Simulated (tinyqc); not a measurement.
Inside a calculation. Method: Hubbard ring of 4 sites. Computed by tinyqc, a small Python program that keeps every step. Settings: hopping = 1.67, U = 11.5, mixing = 0.2, iteration cap = 84. Command: `OMP_NUM_THREADS=1 python tinyqc.py 20641 20642 out.jsonl` (the two numbers bound the seeds that draw the settings). One thread of a shared host (Intel(R) Xeon(R) Processor @ 2.60GHz), about 0.3 s of CPU time with the checks. Later iterations appear only in the table of the cycle.

## Mean-field iteration 1

one-body matrix (hopping and site energies) (eV), lower triangle:
```
           1          2          3          4
1  -0.200000
2  -1.670000  -0.780000
3   0.000000  -1.670000   0.290000
4  -1.670000   0.000000  -1.670000  -0.040000
```

U = 11.500000 eV

electrons, up and down: 2  2

mixing = 0.200000

n(up) at the start (a guess, not normalised): 1 0.800000, 2 0.200000, 3 0.800000, 4 0.200000

n(down) at the start (a guess): 1 0.200000, 2 0.800000, 3 0.200000, 4 0.800000

H(up) = T + U n(down), H(down) = T + U n(up); fill the lowest levels; n(new) = n + mixing (n(out) - n); E = tr T (rho up + rho down) + U sum n_up n_down of the output.

levels, up (eV): 0.888792  2.378731  8.715138  10.287340

levels, down (eV): 0.512196  1.974476  9.206692  10.576636

energy = -2.366480 eV

n(up) after iteration 1: 1 0.825570, 2 0.176845, 3 0.823640, 4 0.173946

n(down) after iteration 1: 1 0.173814, 2 0.828050, 3 0.172325, 4 0.825812

## Mean-field iteration 2

As before.

levels, up (eV): 0.668823  2.069690  9.023531  10.507956

levels, down (eV): 0.301546  1.689867  9.490368  10.788220

energy = -2.446449 eV

n(up) after iteration 2: 1 0.847480, 2 0.156401, 3 0.844379, 4 0.151740

n(down) after iteration 2: 1 0.151499, 2 0.851516, 3 0.149091, 4 0.847894

## Mean-field iteration 3

As before.

levels, up (eV): 0.474976  1.808653  9.283687  10.702684

levels, down (eV): 0.112209  1.444572  9.735578  10.977641

energy = -2.497560 eV

n(up) after iteration 3: 1 0.866104, 2 0.138649, 3 0.862307, 4 0.132940

n(down) after iteration 3: 1 0.132613, 2 0.871099, 3 0.129650, 4 0.866639

## Convergence

Each step fills the lowest levels of T + U n(other spin) and sets n(new) = n + mixing (n(out) - n); stop when output and input agree to 1e-8.

Course of the cycle:
```
iteration       E (eV)  largest |n(out) - n(in)|  mean |n_up - n_down|
1          -2.36647992                  1.40e-01              0.857678
2          -2.44644872                  1.17e-01              0.872030
3          -2.49755998                  9.79e-02              0.882835
4          -2.53047568                  8.15e-02              0.891077
5          -2.55183599                  6.77e-02              0.897439
6          -2.56579784                  5.62e-02              0.902402
7          -2.57498351                  4.66e-02              0.906311
8          -2.58106170                  3.89e-02              0.909413
9          -2.58510368                  3.26e-02              0.911892
10         -2.58780302                  2.73e-02              0.913885
11         -2.58961221                  2.28e-02              0.915493
...                ...                       ...                   ...
74         -2.59336850                  1.49e-07              0.922689
75         -2.59336850                  1.23e-07              0.922689
76         -2.59336850                  1.02e-07              0.922689
77         -2.59336850                  8.42e-08              0.922689
78         -2.59336850                  6.96e-08              0.922689
79         -2.59336850                  5.75e-08              0.922689
80         -2.59336850                  4.75e-08              0.922689
81         -2.59336850                  3.92e-08              0.922689
82         -2.59336850                  3.24e-08              0.922689
83         -2.59336850                  2.68e-08              0.922689
84         -2.59336850                  2.21e-08              0.922689
```

Not converged within 84 iterations: the residual falls steadily but slowly, by a factor of about 0.83 a step. The lowest mean-field energy found from random starts is -2.59337 eV. Reruns (cap 100 unless said): mixing 0.5: converged in 31 (E = -2.59337); mixing 0.9: converged in 13 (E = -2.59337); the original settings with a cap of 400: converged in 89 (E = -2.59337).

## Exact diagonalisation (36 states)

Lowest levels of the sector, and the double occupancy of the lowest state.

lowest levels (eV): -3.207447  -2.636428  -1.737782  -1.632961  -1.630974  -0.730000

double occupancy per site = 0.040053

## The lowest level by Lanczos steps

From a random start vector (not printed): a_j = <q_j|H|q_j>, b_j = norm of the remainder after orthogonalising; the Ritz value is the lowest eigenvalue of the tridiagonal matrix of a and b so far.

Lanczos:
```
j    a_j (eV)  b_j (eV)  lowest Ritz value (eV)
1    6.592992  7.561558              6.59299227
2    9.978626  9.869744              0.53708098
3   13.282375  4.898327             -2.49117473
4   10.406128  6.495194             -2.86272464
5   13.219994  9.786772             -2.95935530
6    9.278250  5.669169             -3.09532597
7   11.208185  4.846752             -3.18581665
8   14.405125  6.901000             -3.20124617
9   13.141722  5.627381             -3.20492298
10   5.333578  6.323776             -3.20635741
```
